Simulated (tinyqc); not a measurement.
Geometry optimisation on the RHF/sto-6g surface (energies and gradients from PySCF), for H4, spin multiplicity 1, step by step. Computed by tinyqc, a small Python program that keeps every step (integrals from PySCF). Settings: charge = 0, multiplicity = 1, basis = sto-6g, optimiser = bfgs, first Hessian = 0.3, largest step = 0.3, iteration cap = 30. Command: `OMP_NUM_THREADS=1 python tinyqc.py 24164 24165 out.jsonl` (the two numbers bound the seeds that draw the settings). One thread of a shared host (Intel(R) Xeon(R) Processor @ 2.60GHz), about 1 s of CPU time with the checks.

positions at the start (bohr):
```
         x        y        z
1H  0.0094  -0.0643  -0.0057
2H  0.0283  -0.0605   1.5760
3H  0.0132   1.8463   0.0038
4H  0.0435   1.8859   1.5401
```

Stop when the largest gradient component is below 3e-5 hartree/bohr. The inverse Hessian follows the BFGS update with s = step, y = change of gradient.

Course of the optimisation:
```
step  E (hartree)  largest gradient (hartree/bohr)
1       -1.909723                         2.57e-01
2       -2.048629                         1.65e-01
3       -2.130043                         1.02e-01
4       -2.172362                         6.91e-02
5       -2.204561                         4.09e-02
6       -2.223320                         2.99e-02
7       -2.235218                         1.52e-02
8       -2.242275                         9.06e-03
9       -2.246491                         5.36e-03
10      -2.248974                         3.16e-03
11      -2.250430                         1.85e-03
12      -2.251279                         1.07e-03
13      -2.251770                         6.19e-04
14      -2.252053                         3.55e-04
15      -2.252214                         2.03e-04
16      -2.252306                         1.16e-04
17      -2.252359                         6.65e-05
18      -2.252389                         3.84e-05
19      -2.252406                         2.24e-05
```

Can the last value be used, and what does the course show?

Yes. Converged in 19 steps.
